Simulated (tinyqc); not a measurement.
# Changing the temperature T

Model: Born-von Karman spring model of a cubic crystal with one atom per cell. Computed by tinyqc, a small Python program. Command: `OMP_NUM_THREADS=1 python tinyqc.py 3010048 3010049 out.jsonl springs sweep`. One thread of a shared host (Intel(R) Xeon(R) Processor @ 2.30GHz), about 0.1 s of CPU time with the checks.

First neighbours lie at a/2 (1,1,1) (8 of them), second at a (1,0,0) (6), with all permutations and signs; the volume per atom is Omega = a^3/2. Two shells of springs match a real metal only roughly, above all at the zone boundary.

Inputs (values chosen for the exercise, modelled on sodium): lattice constant a = 4.23 angstrom; atomic mass M = 22.99 u; radial spring k1L = 0.235 eV/angstrom^2; transverse spring k1T = -0.01 eV/angstrom^2; radial spring k2L = 0.03 eV/angstrom^2; transverse spring k2T = 0.007 eV/angstrom^2; mesh divisions n = 6.

Lattice: bcc.

Constants: nu for 1 eV/(angstrom^2 u) = 15.6333042 THz; h x 1 THz = 4.135667696 meV; k_B = 8.617333262e-05 eV/K; hbar^2/u = 4.18015928e-03 eV angstrom^2.

Method:
- A neighbour at R with unit vector n couples by the matrix K(R) = kL n n^T + kT (1 - n n^T), and D(q) = (1/M) sum_R K(R) [1 - cos(q.R)].
- An eigenvalue lambda of D in eV/(angstrom^2 u) gives nu = 15.6333042 THz x sqrt(lambda).
- Mesh: q = sum_i (m_i + 1/2)/n b_i, m_i = 0..n-1, with b = [[0, 1, 1], [1, 0, 1], [1, 1, 0]] in 2 pi/a; sums are averages over the n^3 points, per atom.
- With x = h nu/(k_B T) and n = 1/(exp(x) - 1) for each mode: F = k_B T [x/2 + ln(1 - exp(-x))], U = k_B T x (n + 1/2), S/k_B = x n - ln(1 - exp(-x)), C/k_B = x^2 n (n + 1).
- <u_x^2> = (1/3) sum over modes of hbar^2/(2 M h nu) coth(x/2); zero-point energy = sum h nu/2. <u_x^2> converges slowly with the mesh, from below, with an error of order 1/n.

One run for each value; columns: (1) temperature T (K); (2) heat capacity C (k_B/atom); (3) entropy S (k_B/atom); (4) <u_x^2> (angstrom^2); (5) free energy F (meV/atom); (6) energy U (meV/atom):
```
(1)     (2)     (3)      (4)      (5)     (6)
40   1.5257  0.8685  0.01356    14.61   17.60
59   2.1197  1.5814  0.01713    12.60   20.64
87   2.5331  2.4913  0.02311     7.65   26.32
130  2.7750  3.5625  0.03295    -3.67   36.24
190  2.8911  4.6402  0.04713   -25.04   50.94
280  2.9491  5.7739  0.06873   -65.69   73.63
610  2.9892  8.0897  0.14865  -266.97  158.27
900  2.9950  9.2536  0.21910  -484.61  233.06
```

Give the missing row, temperature T (K) = 410.

Computed row; columns: (1) temperature T (K); (2) heat capacity C (k_B/atom); (3) entropy S (k_B/atom); (4) <u_x^2> (angstrom^2); (5) free energy F (meV/atom); (6) energy U (meV/atom):
```
(1)     (2)     (3)      (4)      (5)     (6)
410  2.9761  6.9043  0.10015  -137.10  106.84
```

Interpolating between the two neighbouring rows (the first column on a logarithmic scale, the others too where they are positive) misses most in free energy F (meV/atom), by 20 %. Over the rows, heat capacity C (k_B/atom) rises from 1.53 to 3.00 (exponent d ln y / d ln x 0.85 between the first rows and 0.0050 between the last); entropy S (k_B/atom) rises from 0.869 to 9.25 (exponent d ln y / d ln x 1.5 between the first rows and 0.35 between the last); <u_x^2> (angstrom^2) rises from 0.0136 to 0.219 (exponent d ln y / d ln x 0.60 between the first rows and 1.00 between the last). At the high end the exponent of heat capacity C is 0.01, close to 0: the Dulong-Petit limit. At the high end the exponent of <u_x^2> is 1.00, close to 1: the classical law, k_B T over a spring constant. F is positive while zero-point energy rules and changes sign between 87.0 and 130 K, where T S overtakes U.

Caution (rows 40.0, 59.0): the mesh is too coarse for this temperature: four more divisions change S by over 1 %. Caution (rows 280, 410, 610, 900): the root-mean-square displacement exceeds 12 % of the neighbour distance, where real crystals are near melting and the harmonic model fails.

Extremes, crossings and ranges named in words are read from the listed rows.
